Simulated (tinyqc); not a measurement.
What moves the tail: Franz-Keldysh effect at a direct gap.

Parabolic bands, vertical transitions, no excitons. For each hole band j: mr = me mj/(me + mj); joint density of states J_j(E) = (mr/c)^(3/2) sqrt(E - Eg)/(2 pi^2), both spins, c = hbar^2/2m0; averaged matrix element |e.p|^2 = m0 Ep/6; alpha_j(E) = 4 pi^2 alpha_f c Ep J_j/(3 nr E) in 1/angstrom (alpha_f the fine-structure constant, listed as alpha among the constants), times 1e8 for 1/cm.

In a field Fd (1 kV/cm = 1e-5 V/angstrom) the electro-optic energy of band j is th = (c (e Fd)^2/mr)^(1/3), and sqrt(E - Eg) in J_j is replaced by pi sqrt(th) [Ai'(b)^2 - b Ai(b)^2] with b = (Eg - E)/th; Ai is the Airy function.

Constants: hbar^2/2m0 = 3.80998211 eV angstrom^2; fine-structure constant alpha = 0.007297352564.

Parameters, chosen for this exercise (near those of InP; shifted at random, so the results belong to these values and not to a real crystal):
```
symbol  value   unit   meaning
Eg      1.36    eV     direct gap
me      0.0781  m0     electron mass
mhh     0.611   m0     heavy-hole mass
mlh     0.0848  m0     light-hole mass
Ep      20      eV     Kane energy
nr      3.39           refractive index
Fd      27      kV/cm  uniform field
det     60      meV    detuning below the gap
```

At E = Eg - det.

One parameter was then changed.

Results before and after:
```
case     th heavy (meV)  alpha (1/cm)
base             15.888       0.02961
changed          15.888       0.02820
```

Which of these changes was made? (a) nr = 3.56; (b) Ep = 22 eV; (c) mlh = 0.1102 m0; (d) me = 0.0898 m0; (e) Fd = 35.1 kV/cm; (f) det = 70 meV.

Answer: (a) nr = 3.56. Of the candidates, run in turn, only this one gives the changed row.

All candidates:
```
case             th heavy (meV)  alpha (1/cm)
base                     15.888       0.02961
Fd = 35.1 kV/cm          18.925        0.2338
det = 70 meV             15.888      0.003459
me = 0.0898 m0           15.251       0.02343
mlh = 0.1102 m0          15.888       0.02255
Ep = 22 eV               15.888       0.03257
nr = 3.56                15.888       0.02820
```

(tinyqc, `OMP_NUM_THREADS=1 python tinyqc.py 1652411 1652412 out.jsonl`, Intel(R) Xeon(R) Processor @ 2.30GHz, 1 thread, shared host, about 0.01 s.)
